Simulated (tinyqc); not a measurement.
What each parameter does: three-level Kane dispersion of a narrow-gap semiconductor.

Zero of energy at Gamma8, c = hbar^2/2m0, P^2 = Ep c. The free-electron term and remote bands are left out, so the heavy holes are flat at E = 0 and the other three bands obey E (E - Eg)(E + Dso) = P^2 k^2 (E + 2 Dso/3). The conduction band is the highest root; its edge is Ec = max(Eg, 0).

Degenerate electrons at T = 0: kF = (3 pi^2 n)^(1/3), 1 cm^-3 = 1e-24 angstrom^-3; EF is the highest root at kF. The momentum (cyclotron, optical) mass is m(E) = hbar^2 k/(dE/dk) = c d(k^2)/dE with d(k^2)/dE = k^2 [1/E + 1/(E - Eg) + 1/(E + Dso) - 1/(E + 2 Dso/3)]; the density of states is k d(k^2)/dE/(2 pi^2).

Edge mass m0* = 3 |Eg|/(2 Ep).
Constants: hbar^2/2m0 = 3.80998211 eV angstrom^2.

Parameters, chosen for this exercise (near those of HgTe; not measured data): Eg = -0.308 eV (E(Gamma6) - E(Gamma8)); Dso = 1.08 eV (spin-orbit splitting); Ep = 19.1 eV (Kane energy); n = 8.7e+16 cm^-3 (electron density).

Edge mass, EF - Ec and m(EF).

One parameter was then changed.

Results before and after:
```
case,m0* (m0),EF - Ec (meV),m(EF) (m0)
base,0.02419,27.51,0.02785
changed,0.02103,31.33,0.02465
```

Which of these changes was made? (a) Dso = 1.242 eV; (b) Ep = 21.965 eV; (c) Eg = -0.2618 eV; (d) n = 1.74e+17 cm^-3.

Answer: (b) Ep = 21.965 eV. Of the candidates, run in turn, only this one gives the changed row.

All candidates:
```
case,m0* (m0),EF - Ec (meV),m(EF) (m0)
base,0.02419,27.51,0.02785
n = 1.74e+17 cm^-3,0.02419,42.11,0.02976
Eg = -0.2618 eV,0.02056,31.52,0.02485
Dso = 1.242 eV,0.02419,27.47,0.02793
Ep = 21.965 eV,0.02103,31.33,0.02465
```

Run: tinyqc, `OMP_NUM_THREADS=1 python tinyqc.py 1081028 1081029 out.jsonl`; Intel(R) Xeon(R) Processor @ 2.30GHz, one thread, shared host; about 0.01 s of CPU time with all checks.
